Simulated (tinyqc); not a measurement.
# Changing the photon energy

Model: X-ray photoelectron analysis of a thin oxide on a semiconductor: attenuation lengths, thickness, angle series and band offsets. Computed by tinyqc, a small Python program. Command: `OMP_NUM_THREADS=1 python tinyqc.py 3111223 3111224 out.jsonl xps sweep`. One thread of a shared host (Intel(R) Xeon(R) Processor @ 2.30GHz), about 0.01 s of CPU time with the checks.

The same element is seen in the oxide and in the substrate, at nearly the same kinetic energy; films are flat and uniform, and the work function is ignored.

Inputs (values chosen for the exercise, modelled on SiO2 on silicon):
```
quantity                                          value     unit
binding energy of the core level                   99.4       eV
oxide density                                      2.17   g/cm^3
oxide formula mass                                60.08    g/mol
valence electrons per oxide formula                  16        -
oxide gap                                          8.96       eV
substrate density                                  2.33   g/cm^3
substrate formula mass                            28.09    g/mol
valence electrons per substrate formula               4        -
substrate gap                                      1.12       eV
oxide thickness d                                   1.3       nm
emission angle from the normal                       55  degrees
attenuation length over inelastic mean free path    0.9        -
carbon overlayer                                    0.3       nm
```

Method:
- TPP-2M: lambda = E/(E_p^2 [b ln(c E) - C/E + D/E^2]) in angstrom, E_p = 28.8 sqrt(N_v rho/M), b = -0.10 + 0.944/sqrt(E_p^2 + E_g^2) + 0.069 rho^0.1, c = 0.191/sqrt(rho), U = N_v rho/M, C = 1.97 - 0.91 U, D = 53.4 - 20.8 U, with E = photon energy less binding energy in eV.
- Attenuation length L = factor x lambda.
- R_0 = (rho_o/M_o) L_o/((rho_s/M_s) L_s); peak ratio R = I_ox/I_sub = R_0 [exp(d/(L_o cos theta)) - 1]; hence d = L_o cos theta ln(1 + R/R_0). A carbon layer weakens both peaks alike, by exp(-d_C/(L_o cos theta)) if its L is taken equal to L_o. This R_0 leaves out intrinsic losses from the substrate peak, so calibrated values can be larger.

One run for each value:
```
photon energy (eV)  L in the oxide (nm)  ratio R      R_0  depth 3 L_o cos theta (nm)
300                              0.9196   6.2742  0.58317                       1.582
400                              1.1606   3.4378  0.56832                       1.997
533                              1.4758   2.0427  0.56041                       2.539
711                              1.8825   1.2969  0.55581                       3.239
949                              2.4038   0.8668  0.55301                       4.136
1690                             3.9202   0.4306  0.55015                       6.746
2250                             4.9991   0.3152  0.54945                       8.602
3000                             6.3869   0.2339  0.54900                      10.990
```

Give the missing row, photon energy (eV) = 1270.

Computed row:
```
photon energy (eV)  L in the oxide (nm)  ratio R      R_0  depth 3 L_o cos theta (nm)
1270                             3.0767   0.6003  0.55125                       5.294
```

Interpolating between the two neighbouring rows (the first column on a logarithmic scale, the others too where they are positive) misses most in ratio R, by 1.4 %. Over the rows, L in the oxide (nm) rises from 0.920 to 6.39 (exponent d ln y / d ln x 0.81 between the first rows and 0.85 between the last); ratio R falls from 6.27 to 0.234 (exponent d ln y / d ln x -2.1 between the first rows and -1.0 between the last); R_0 falls from 0.583 to 0.549 (exponent d ln y / d ln x -0.090 between the first rows and -0.0028 between the last).

Extremes, crossings and ranges named in words are read from the listed rows.
